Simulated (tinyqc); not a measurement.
Electron-beam lithography: double-Gaussian proximity function, edge placement and dose correction for parallel lines: one step, computed by the program tinyqc. Command: `OMP_NUM_THREADS=1 python tinyqc.py 3113140 3113141 out.jsonl proximity walk`. One thread of a shared host (Intel(R) Xeon(R) Processor @ 2.30GHz), about 0.01 s of CPU time with the checks.

Lines are infinitely long. Absorbed energy is counted so that the middle of a very large area written at dose 1 receives 1; the resist develops where it exceeds 1/2.

Question. Dose to size and latitude. A test line of width w << beta in surroundings of density rho, all at dose d: near its edge E(x) = d [S + eta rho]/(1 + eta), S = [erf((b - x)/alpha) - erf((a - x)/alpha)]/2 for edges a and b, the second term being the background energy. Dose to size d_s = (1 + eta)/(erf(w/alpha) + 2 eta rho), dose = d_s D0; edge slope d [1 - exp(-w^2/alpha^2)]/(sqrt(pi) alpha (1 + eta)); width change per 1 % of dose = 2 x 0.01 x (1/2)/slope.

Inputs (values chosen for the exercise, of the order of those for 50 keV electrons in resist on silicon):
```
quantity,value,unit
forward range alpha,0.024,micrometre
backscatter ratio eta,0.78,-
base dose D0,510,microcoulomb/cm^2
width of the test line,0.032,micrometre
pattern density around the test line,0.24,-
```

Give: dose to size d_s; dose; edge slope; width change per 1 % of dose; background energy.

Answer.

dose to size d_s = 1.3536

dose = 690.31 microcoulomb/cm^2

edge slope = 0.014855 1/nm

width change per 1 % of dose = 0.67319 nm

background energy = 0.14235

The background supplies 28 % of the threshold.
